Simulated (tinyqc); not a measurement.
Charge stability of a double quantum dot, constant-interaction model with a charge sensor: one step of the calculation.

Capacitance matrix C = [[C1, -Cm], [-Cm, C2]], C1 = G1 + X1 + Cm + L1, C2 = G2 + X2 + Cm + L2. Gate charges n1 = (G1 V1 + X1 V2)/q, n2 = (X2 V1 + G2 V2)/q. The state (N1, N2) has U = (1/2) d^T E d with d = (N1 - n1, N2 - n2) and E = q^2 C^(-1). Leads at 0 V; no tunnel coupling, spin or level spacing. The sensor reads s1 <N1> + s2 <N2>.

Problem. Charging energies and lever arms. E = q^2 C^(-1) holds EC1, EC2 on the diagonal and ECm off it; the lever arms are A = C^(-1) [[G1, X1], [X2, G2]] (row: dot, column: gate).

Inputs (values chosen for the exercise):
```
symbol,value,unit,meaning
G1,5.2,aF,gate 1 to dot 1
G2,4.9,aF,gate 2 to dot 2
X1,1.1,aF,gate 2 to dot 1
X2,0.2,aF,gate 1 to dot 2
Cm,9.9,aF,between the dots
L1,19,aF,dot 1 to leads and ground
L2,11,aF,dot 2 to leads and ground
V1,28.4,mV,voltage of gate 1
V2,11.8,mV,voltage of gate 2
```

Constants: q = 1.602176634e-19 C. Results are converted to the units shown.

Find: C; E; lever arms; gate charges.

Solution.

C (aF):
```
      1     2
1  35.2  -9.9
2  -9.9    26
```

E (meV):
```
       1      2
1  5.098  1.941
2  1.941  6.901
```

lever arms (eV/V):
```
        1       2
1  0.1679  0.0944
2  0.0716  0.2244
```

gate charges: n1 1.003, n2 0.396

ECm is 32.7 % of the geometric mean of EC1 and EC2.

Computed by the program tinyqc: `OMP_NUM_THREADS=1 python tinyqc.py 2470016 2470017 out.jsonl`, one thread of a shared Intel Xeon 2.30GHz, about 0.01 s for the whole run.
